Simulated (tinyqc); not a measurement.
Thin film between two gates, subbands and threshold shift from confinement: one step of the calculation.

Undoped body with a flat potential across it, hard walls, transport along x. Three valley pairs (g = 2 each) with the longitudinal mass along x, y or z. Non-parabolicity enters the subband edges through E (1 + al E) = gamma, so E = 2 gamma/(1 + sqrt(1 + 4 al gamma)); motion within a subband is taken as parabolic with the band-edge mass. Energies are counted from the bulk band edge.

Question. Lowest subbands. gamma = C (pi k/(t + dl))^2/mz, C = hbar^2/(2 m0). List the 6 lowest, labelled by valley axis and quantum numbers, with degeneracy g and N_k: N_k = g sqrt(mx my) m0 kB T/(pi hbar^2).

Inputs (values chosen for the exercise); masses close to those of silicon:
- T = 300 K (temperature)
- ml = 0.931 m0 (longitudinal mass)
- mt = 0.191 m0 (transverse mass)
- al = 0 1/eV (non-parabolicity)
- t = 7.8 nm (film thickness (along z))
- dl = 0.2 nm (widening of the box by penetration into the insulator)

Constants: q = 1.602176634e-19 C, kB = 1.380649e-23 J/K, hbar = 1.054571817e-34 J s, m0 = 9.1093837015e-31 kg, Vt = kB T/q, hbar^2/(2 m0) = 0.0380998212 eV nm^2. Results are converted to the units shown.

Give: E_k; g; N_k.

Answer.

| subband | E_k (eV) | g | N_k (cm^-2) |
|---|---|---|---|
| z1 | 0.0063109 | 2 | 4.1253e12 |
| z2 | 0.025244 | 2 | 4.1253e12 |
| x1 | 0.030762 | 2 | 9.1078e12 |
| y1 | 0.030762 | 2 | 9.1078e12 |
| z3 | 0.056798 | 2 | 4.1253e12 |
| z4 | 0.10097 | 2 | 4.1253e12 |

tinyqc, about 0.06 s, one thread, Intel Xeon 2.30GHz (shared host): `OMP_NUM_THREADS=1 python tinyqc.py 2350017 2350018 out.jsonl`
